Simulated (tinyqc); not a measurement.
# Off-state leakage of single and stacked transistors: leakage components against the temperature

n-channel devices of unit width. Subthreshold current I(Vg, Vs, Vd) = I0 (T/300 K)^0.5 exp[(Vg - Vs - VT(T) - gb (Vs - Vb) + dd (Vd - Vs))/(nf Vt)] (1 - exp(-(Vd - Vs)/Vt)), VT(T) = VT - cT (T - 300 K). Gate-edge tunnelling Ig (Vd/1 V) exp(ag (Vd - 1 V)), for a gate at 0 V, and band-to-band leakage Ab u exp(-Bb/u), u = Vd - Vb + 1 V, flow at a drain held at V; both are taken as independent of T. In a stack of off transistors (all gates at 0 V) the same subthreshold current passes through each.

One transistor with Vg = Vs = 0, Vd = V; stack factor I(one)/I(two in series).

Values chosen for this exercise; values of the order met in bulk silicon logic transistors:
- V = 0.9 V (supply voltage)
- VT = 0.38 V (threshold at 300 K, zero drain and body bias)
- cT = 0.6 mV/K (fall of the threshold with temperature)
- I0 = 0.21 uA/um (current at threshold at 300 K)
- nf = 1.28 (slope factor)
- dd = 0.09 (drain-induced lowering per volt)
- gb = 0.19 (rise of the threshold per volt of source-body bias)
- Ig = 9e-5 uA/um (gate-edge tunnelling current at 1 V)
- ag = 3.9 1/V (exponential slope of the gate current)
- Ab = 8 uA/(um V) (prefactor of band-to-band leakage at the drain)
- Bb = 24 V (its exponential voltage)
- Vb = 0 V (body voltage)

Constants: q = 1.602176634e-19 C, kB = 1.380649e-23 J/K, Vt = kB T/q. Results are converted to the units shown.

The same in every row: gate edge (nA/um) = 0.05484; band-to-band (nA/um) = 0.04966.

Leakage components against the temperature:
```
T (K)  subthreshold (nA/um)  total (nA/um)  stack factor  largest part
250                0.001262         0.1058         16.49     gate edge
275                0.006421         0.1109         13.06     gate edge
300                 0.02500         0.1295         10.78     gate edge
325                 0.07925         0.1837         9.195  subthreshold
350                  0.2136         0.3181         8.040  subthreshold
375                  0.5056         0.6101         7.170  subthreshold
400                   1.077          1.181         6.497  subthreshold
425                   2.102          2.207         5.965  subthreshold
```

What does the comparison show?

As T goes from 250 to 425, the total leakage rises from 0.106 to 2.21 nA/um. The gate edge part leads at T = 250, the subthreshold part from 325 on. The subthreshold part doubles every 25.9 K between the last two rows. The reduction by a stack of two falls from 16.5 to 5.96, for the subthreshold part alone.

Computed by the program tinyqc: `OMP_NUM_THREADS=1 python tinyqc.py 2242218 2242219 out.jsonl`, one thread of a shared Intel Xeon 2.30GHz, about 0.03 s for the whole run.
